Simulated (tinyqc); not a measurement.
Worked calculation: heavy doping: gap narrowing, degeneracy and the minority density. Values are carried at full precision from step to step, so a last printed digit may differ when a step is redone from the rounded ones.

Empirical narrowing (Slotboom form, constants chosen for the exercise; published fits of this form give the apparent narrowing, here it is taken as the true one): dEg = E0 [ln(N/N0) + sqrt(ln(N/N0)^2 + C)].

Constants: kB = 8.617333262e-05 eV/K; e^2/(4 pi eps0) = 14.39964547 eV angstrom.

Parameters, chosen for this exercise (gap and densities of states near those of Ge at this temperature; narrowing constants of the size fitted for Si, not for this material; the results hold for these values, not for the real material):
- N = 1.1e+18 1/cm^3 (ionised acceptors, equal to the majority density)
- E0 = 9.88 meV (narrowing scale)
- N0 = 1e+17 1/cm^3 (onset density)
- C = 0.5 (smoothing constant)
- Nv = 9.48e+18 1/cm^3 (valence-band density of states)
- Eg = 0.61 eV (gap)
- Nc = 2e+19 1/cm^3 (conduction-band density of states)
- T = 450 K
- eps = 15.5 (dielectric constant)
- Mv = 1 (majority valleys)

## Gap narrowing

Evaluate at N.

ln(N/N0) = 2.3979
dEg (empirical fit) = 48.39 meV

Well above N0 each decade of doping adds 2 E0 ln 10 = 45.5 meV.

## Degeneracy of the majority band

F_j(eta) = (1/Gamma(j + 1)) integral_0^infinity x^j dx/(1 + exp(x - eta)), which tends to exp(eta) for eta << 0.

Majority: N = Nv F_1/2(eta), eta the distance of EF beyond the majority band edge in kT. Degeneracy factor gam = F_1/2(eta)/exp(eta). ni0^2 = Nc Nv exp(-Eg/kT); product n p = ni0^2 gam exp(dEg/kT), dEg the true narrowing; apparent narrowing dEa = dEg + kT ln gam; minority density = n p/N.

Solve for eta and form gam.

N/Nv = 0.1160
eta = -2.1129
gam = 0.9599

## Product and minority density

Combine both effects.

ni0 = 5.29e+15 1/cm^3
exp(dEg/kT) = 3.48
dEa = 46.8 meV
sqrt(n p) = 9.66e+15 1/cm^3
minority density = 8.49e+13 1/cm^3

Narrowing multiplies the product by 3.48 and degeneracy by 0.960; together they change the minority density by a factor 3.34 against ni0^2/N.

## Two estimates of the size

Two physical estimates, e2 = e^2/(4 pi eps0), N in 1/angstrom^3: exchange shift at the Fermi level, Ex = (e2/eps) kF/pi with kF = (3 pi^2 N/Mv)^(1/3); screened-pair energy (Lanyon-Tuft), Es = (3/4)(e2/eps) qs with qs^2 = (4 pi e2 N/(eps kT)) F_-1/2(eta)/F_1/2(eta).

Evaluate both at N.

kF = 0.03194 1/angstrom
Ex = 9.44 meV
Es = 12.43 meV

Against the fitted dEg = 48.4 meV, Ex is 0.20 and Es 0.26 times as large; each keeps one mechanism only, and Ex assumes a strongly degenerate gas, while here eta is only -2.11.

## Checks

- Minority density against the Boltzmann occupation of the other band at the narrowed gap (1/cm^3): both 8.490e+13.

(tinyqc, `OMP_NUM_THREADS=1 python tinyqc.py 1651718 1651719 out.jsonl`, Intel(R) Xeon(R) Processor @ 2.30GHz, 1 thread, shared host, about 0.01 s.)
